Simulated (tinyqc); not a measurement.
Cabrera-Mott growth of a thin oxide under its own electric field: one step, computed by the program tinyqc. Command: `OMP_NUM_THREADS=1 python tinyqc.py 3025178 3025179 out.jsonl cabrera walk`. One thread of a shared host (Intel(R) Xeon(R) Processor @ 2.30GHz), about 0.01 s of CPU time with the checks.

Electrons cross the film freely and set a fixed potential V across it; the field V/x lowers the barrier for ions entering the oxide.

Problem. Limiting thickness. Growth counts as stopped when u exp(X1/x) falls to 1e-5 angstrom/s: x_L = X1/ln(1e-5/u), defined while u is below that rate; the critical temperature is T_c = W/(k_B ln(u0/1e-5)).

Inputs (values chosen for the exercise, for a model metal): barrier W = 1.47 eV; prefactor u0 = N Omega nu = 4.2e+13 angstrom/s; temperature T = 295 K.

Backward hops: kept.

u = 3.234285e-12 angstrom/s

X1 = 188.8193 angstrom

Constants: k_B = 8.617333262e-05 eV/K.

Give: limiting thickness x_L; critical temperature T_c.

Solution.

limiting thickness x_L = 12.63 angstrom

critical temperature T_c = 397.8 K
